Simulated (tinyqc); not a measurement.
From results back to parameters: two-level Kane dispersion of a narrow-gap semiconductor. Three cases, with inputs chosen for the exercise.

Problem. In the two-level Kane model E = Eg/2 + sqrt(Eg^2/4 + (2/3) Ep c k^2), c = hbar^2/2m0, and the momentum mass is m(k) = (3/(2 Ep)) sqrt(Eg^2 + (8/3) Ep c k^2). It is given at the Fermi wave vectors kF = (3 pi^2 n)^(1/3) of two densities (1 cm^-3 = 1e-24 angstrom^-3).

Constants: hbar^2/2m0 = 3.80998211 eV angstrom^2.

Find: kF^2; Ep; edge mass; |Eg|.

Case 1.

Values chosen (out of a larger set: near those of InAs; not measured data): n12 = (6e+15, 5.6e+17) cm^-3 (two densities).

masses at the two densities (m0): 0.03042778  0.03999096

Solution.

kF^2 (1/angstrom^2): 3.1602e-05  0.00065024

Ep = 21.0 eV
edge mass = 0.02986 m0
|Eg| = 0.418 eV

m^2 = m0*^2 + (6 c/Ep) kF^2 is a straight line in kF^2: the slope gives Ep, the intercept the edge mass, and |Eg| = (2/3) Ep m0*. The sign of Eg does not enter. The two-level form takes Dso as infinite, which overstates the mass where Dso is not large against Eg.

Case 2.

Values chosen (out of a larger set: near those of GaSb; not measured data): n12 = (2.1e+15, 4.3e+17) cm^-3 (two densities).

masses at the two densities (m0): 0.04429028  0.04891247

Solution.

kF^2 (1/angstrom^2): 1.5695e-05  0.00054525

Ep = 28.1 eV
edge mass = 0.04415 m0
|Eg| = 0.827 eV

m^2 = m0*^2 + (6 c/Ep) kF^2 is a straight line in kF^2: the slope gives Ep, the intercept the edge mass, and |Eg| = (2/3) Ep m0*. The sign of Eg does not enter. The two-level form takes Dso as infinite, which overstates the mass where Dso is not large against Eg.

Case 3.

Values chosen (out of a larger set: near those of HgTe; not measured data): n12 = (5.2e+15, 9.1e+17) cm^-3 (two densities).

masses at the two densities (m0): 0.02565102  0.04169996

Solution.

kF^2 (1/angstrom^2): 2.8727e-05  0.00089876

Ep = 18.4 eV
edge mass = 0.02495 m0
|Eg| = 0.306 eV

m^2 = m0*^2 + (6 c/Ep) kF^2 is a straight line in kF^2: the slope gives Ep, the intercept the edge mass, and |Eg| = (2/3) Ep m0*. The sign of Eg does not enter. For Eg < 0 the edge mass does not depend on Dso, which enters only as EF nears it.

Computed by tinyqc, one run a case: `OMP_NUM_THREADS=1 python tinyqc.py N N+1 out.jsonl` with N = 1050030, 1050041, 1050072; one thread of a shared Intel(R) Xeon(R) Processor @ 2.30GHz, about 0.01 s a run at most.
